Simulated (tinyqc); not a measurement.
Inside a calculation: cylindrical quantum wire. Values are carried at full precision from step to step, so a last printed digit may differ when a step is redone from the rounded ones.

With hard walls E = c (x/R)^2/mw, x a zero of J_m: (1,0) 2.404826; (2,0) 5.520078; (1,1) 3.831706; (2,1) 7.015587; (1,2) 5.135622; (2,2) 8.417244; (1,3) 6.380162; (2,3) 9.761023.

Constants: hbar^2/2m0 = 3.80998211 eV angstrom^2.

Parameters, chosen for this exercise (near those of a GaAs wire in AlGaAs; not measured data): R = 54 angstrom (radius); mw = 0.0681 m0 (mass inside); V0 = 0.332 eV (barrier height); mb = 0.101 m0 (mass outside); E = 0.0648 eV (trial energy).

## Hard-wall levels

The six lowest of these, with their orbital degeneracy; c = hbar^2/2m0.

Hard walls:
```
state  degeneracy       x  E (eV)
(1,0)           1  2.4048  0.1110
(1,1)           2  3.8317  0.2817
(1,2)           2  5.1356  0.5060
(2,0)           1  5.5201  0.5846
(1,3)           2  6.3802  0.7810
(2,1)           2  7.0156  0.9443
```

The ballistic conductance steps are 2, 4, 4, 2 e^2/h as EF passes the first four edges (spin included, one valley). The real barrier, V0 = 0.332 eV, lies below 4 values at the end of the list.

## The matching condition at a trial energy

A cylinder of radius R, isotropic masses, c = hbar^2/2m0, k = sqrt(mw E/c), kappa = sqrt(mb (V0 - E)/c). State (n, m) is J_m(k r) inside and K_m(kappa r) outside; psi and psi'/m are continuous: (k/mw) J_m'(kR)/J_m(kR) = (kappa/mb) K_m'(kappa R)/K_m(kappa R).

Both sides for the lowest state, with J_0' = -J_1 and K_0' = -K_1.

k R = 1.8378
kappa R = 4.5448
left side = -0.9144 1/angstrom
right side = -0.9208 1/angstrom

The left side falls with E and the right side rises; here the left is the larger, so the level lies above the trial energy.

## Bound levels

All roots below V0 for angular numbers 0 to 3, two each at most; the last column is the ratio to the hard-wall level.

Finite barrier:
```
state  degeneracy  E (eV)     k R  E/E(hard)
(1,0)           1  0.0650  1.8406      0.586
(1,1)           2  0.1634  2.9181      0.580
(1,2)           2  0.2838  3.8457      0.561
(2,0)           1  0.3185  4.0745      0.545
```

4 levels of these are bound; the lowest reaches 59 % of its hard-wall value.

## Checks

- Lowest level by radial finite differences against the matching condition, eV: both 0.0650.

Computed by tinyqc, a small Python program: `OMP_NUM_THREADS=1 python tinyqc.py 1280207 1280208 out.jsonl` (the numbers bound the seed that draws the inputs); one thread of a shared host (Intel(R) Xeon(R) Processor @ 2.30GHz), about 0.03 s for the whole set of steps.
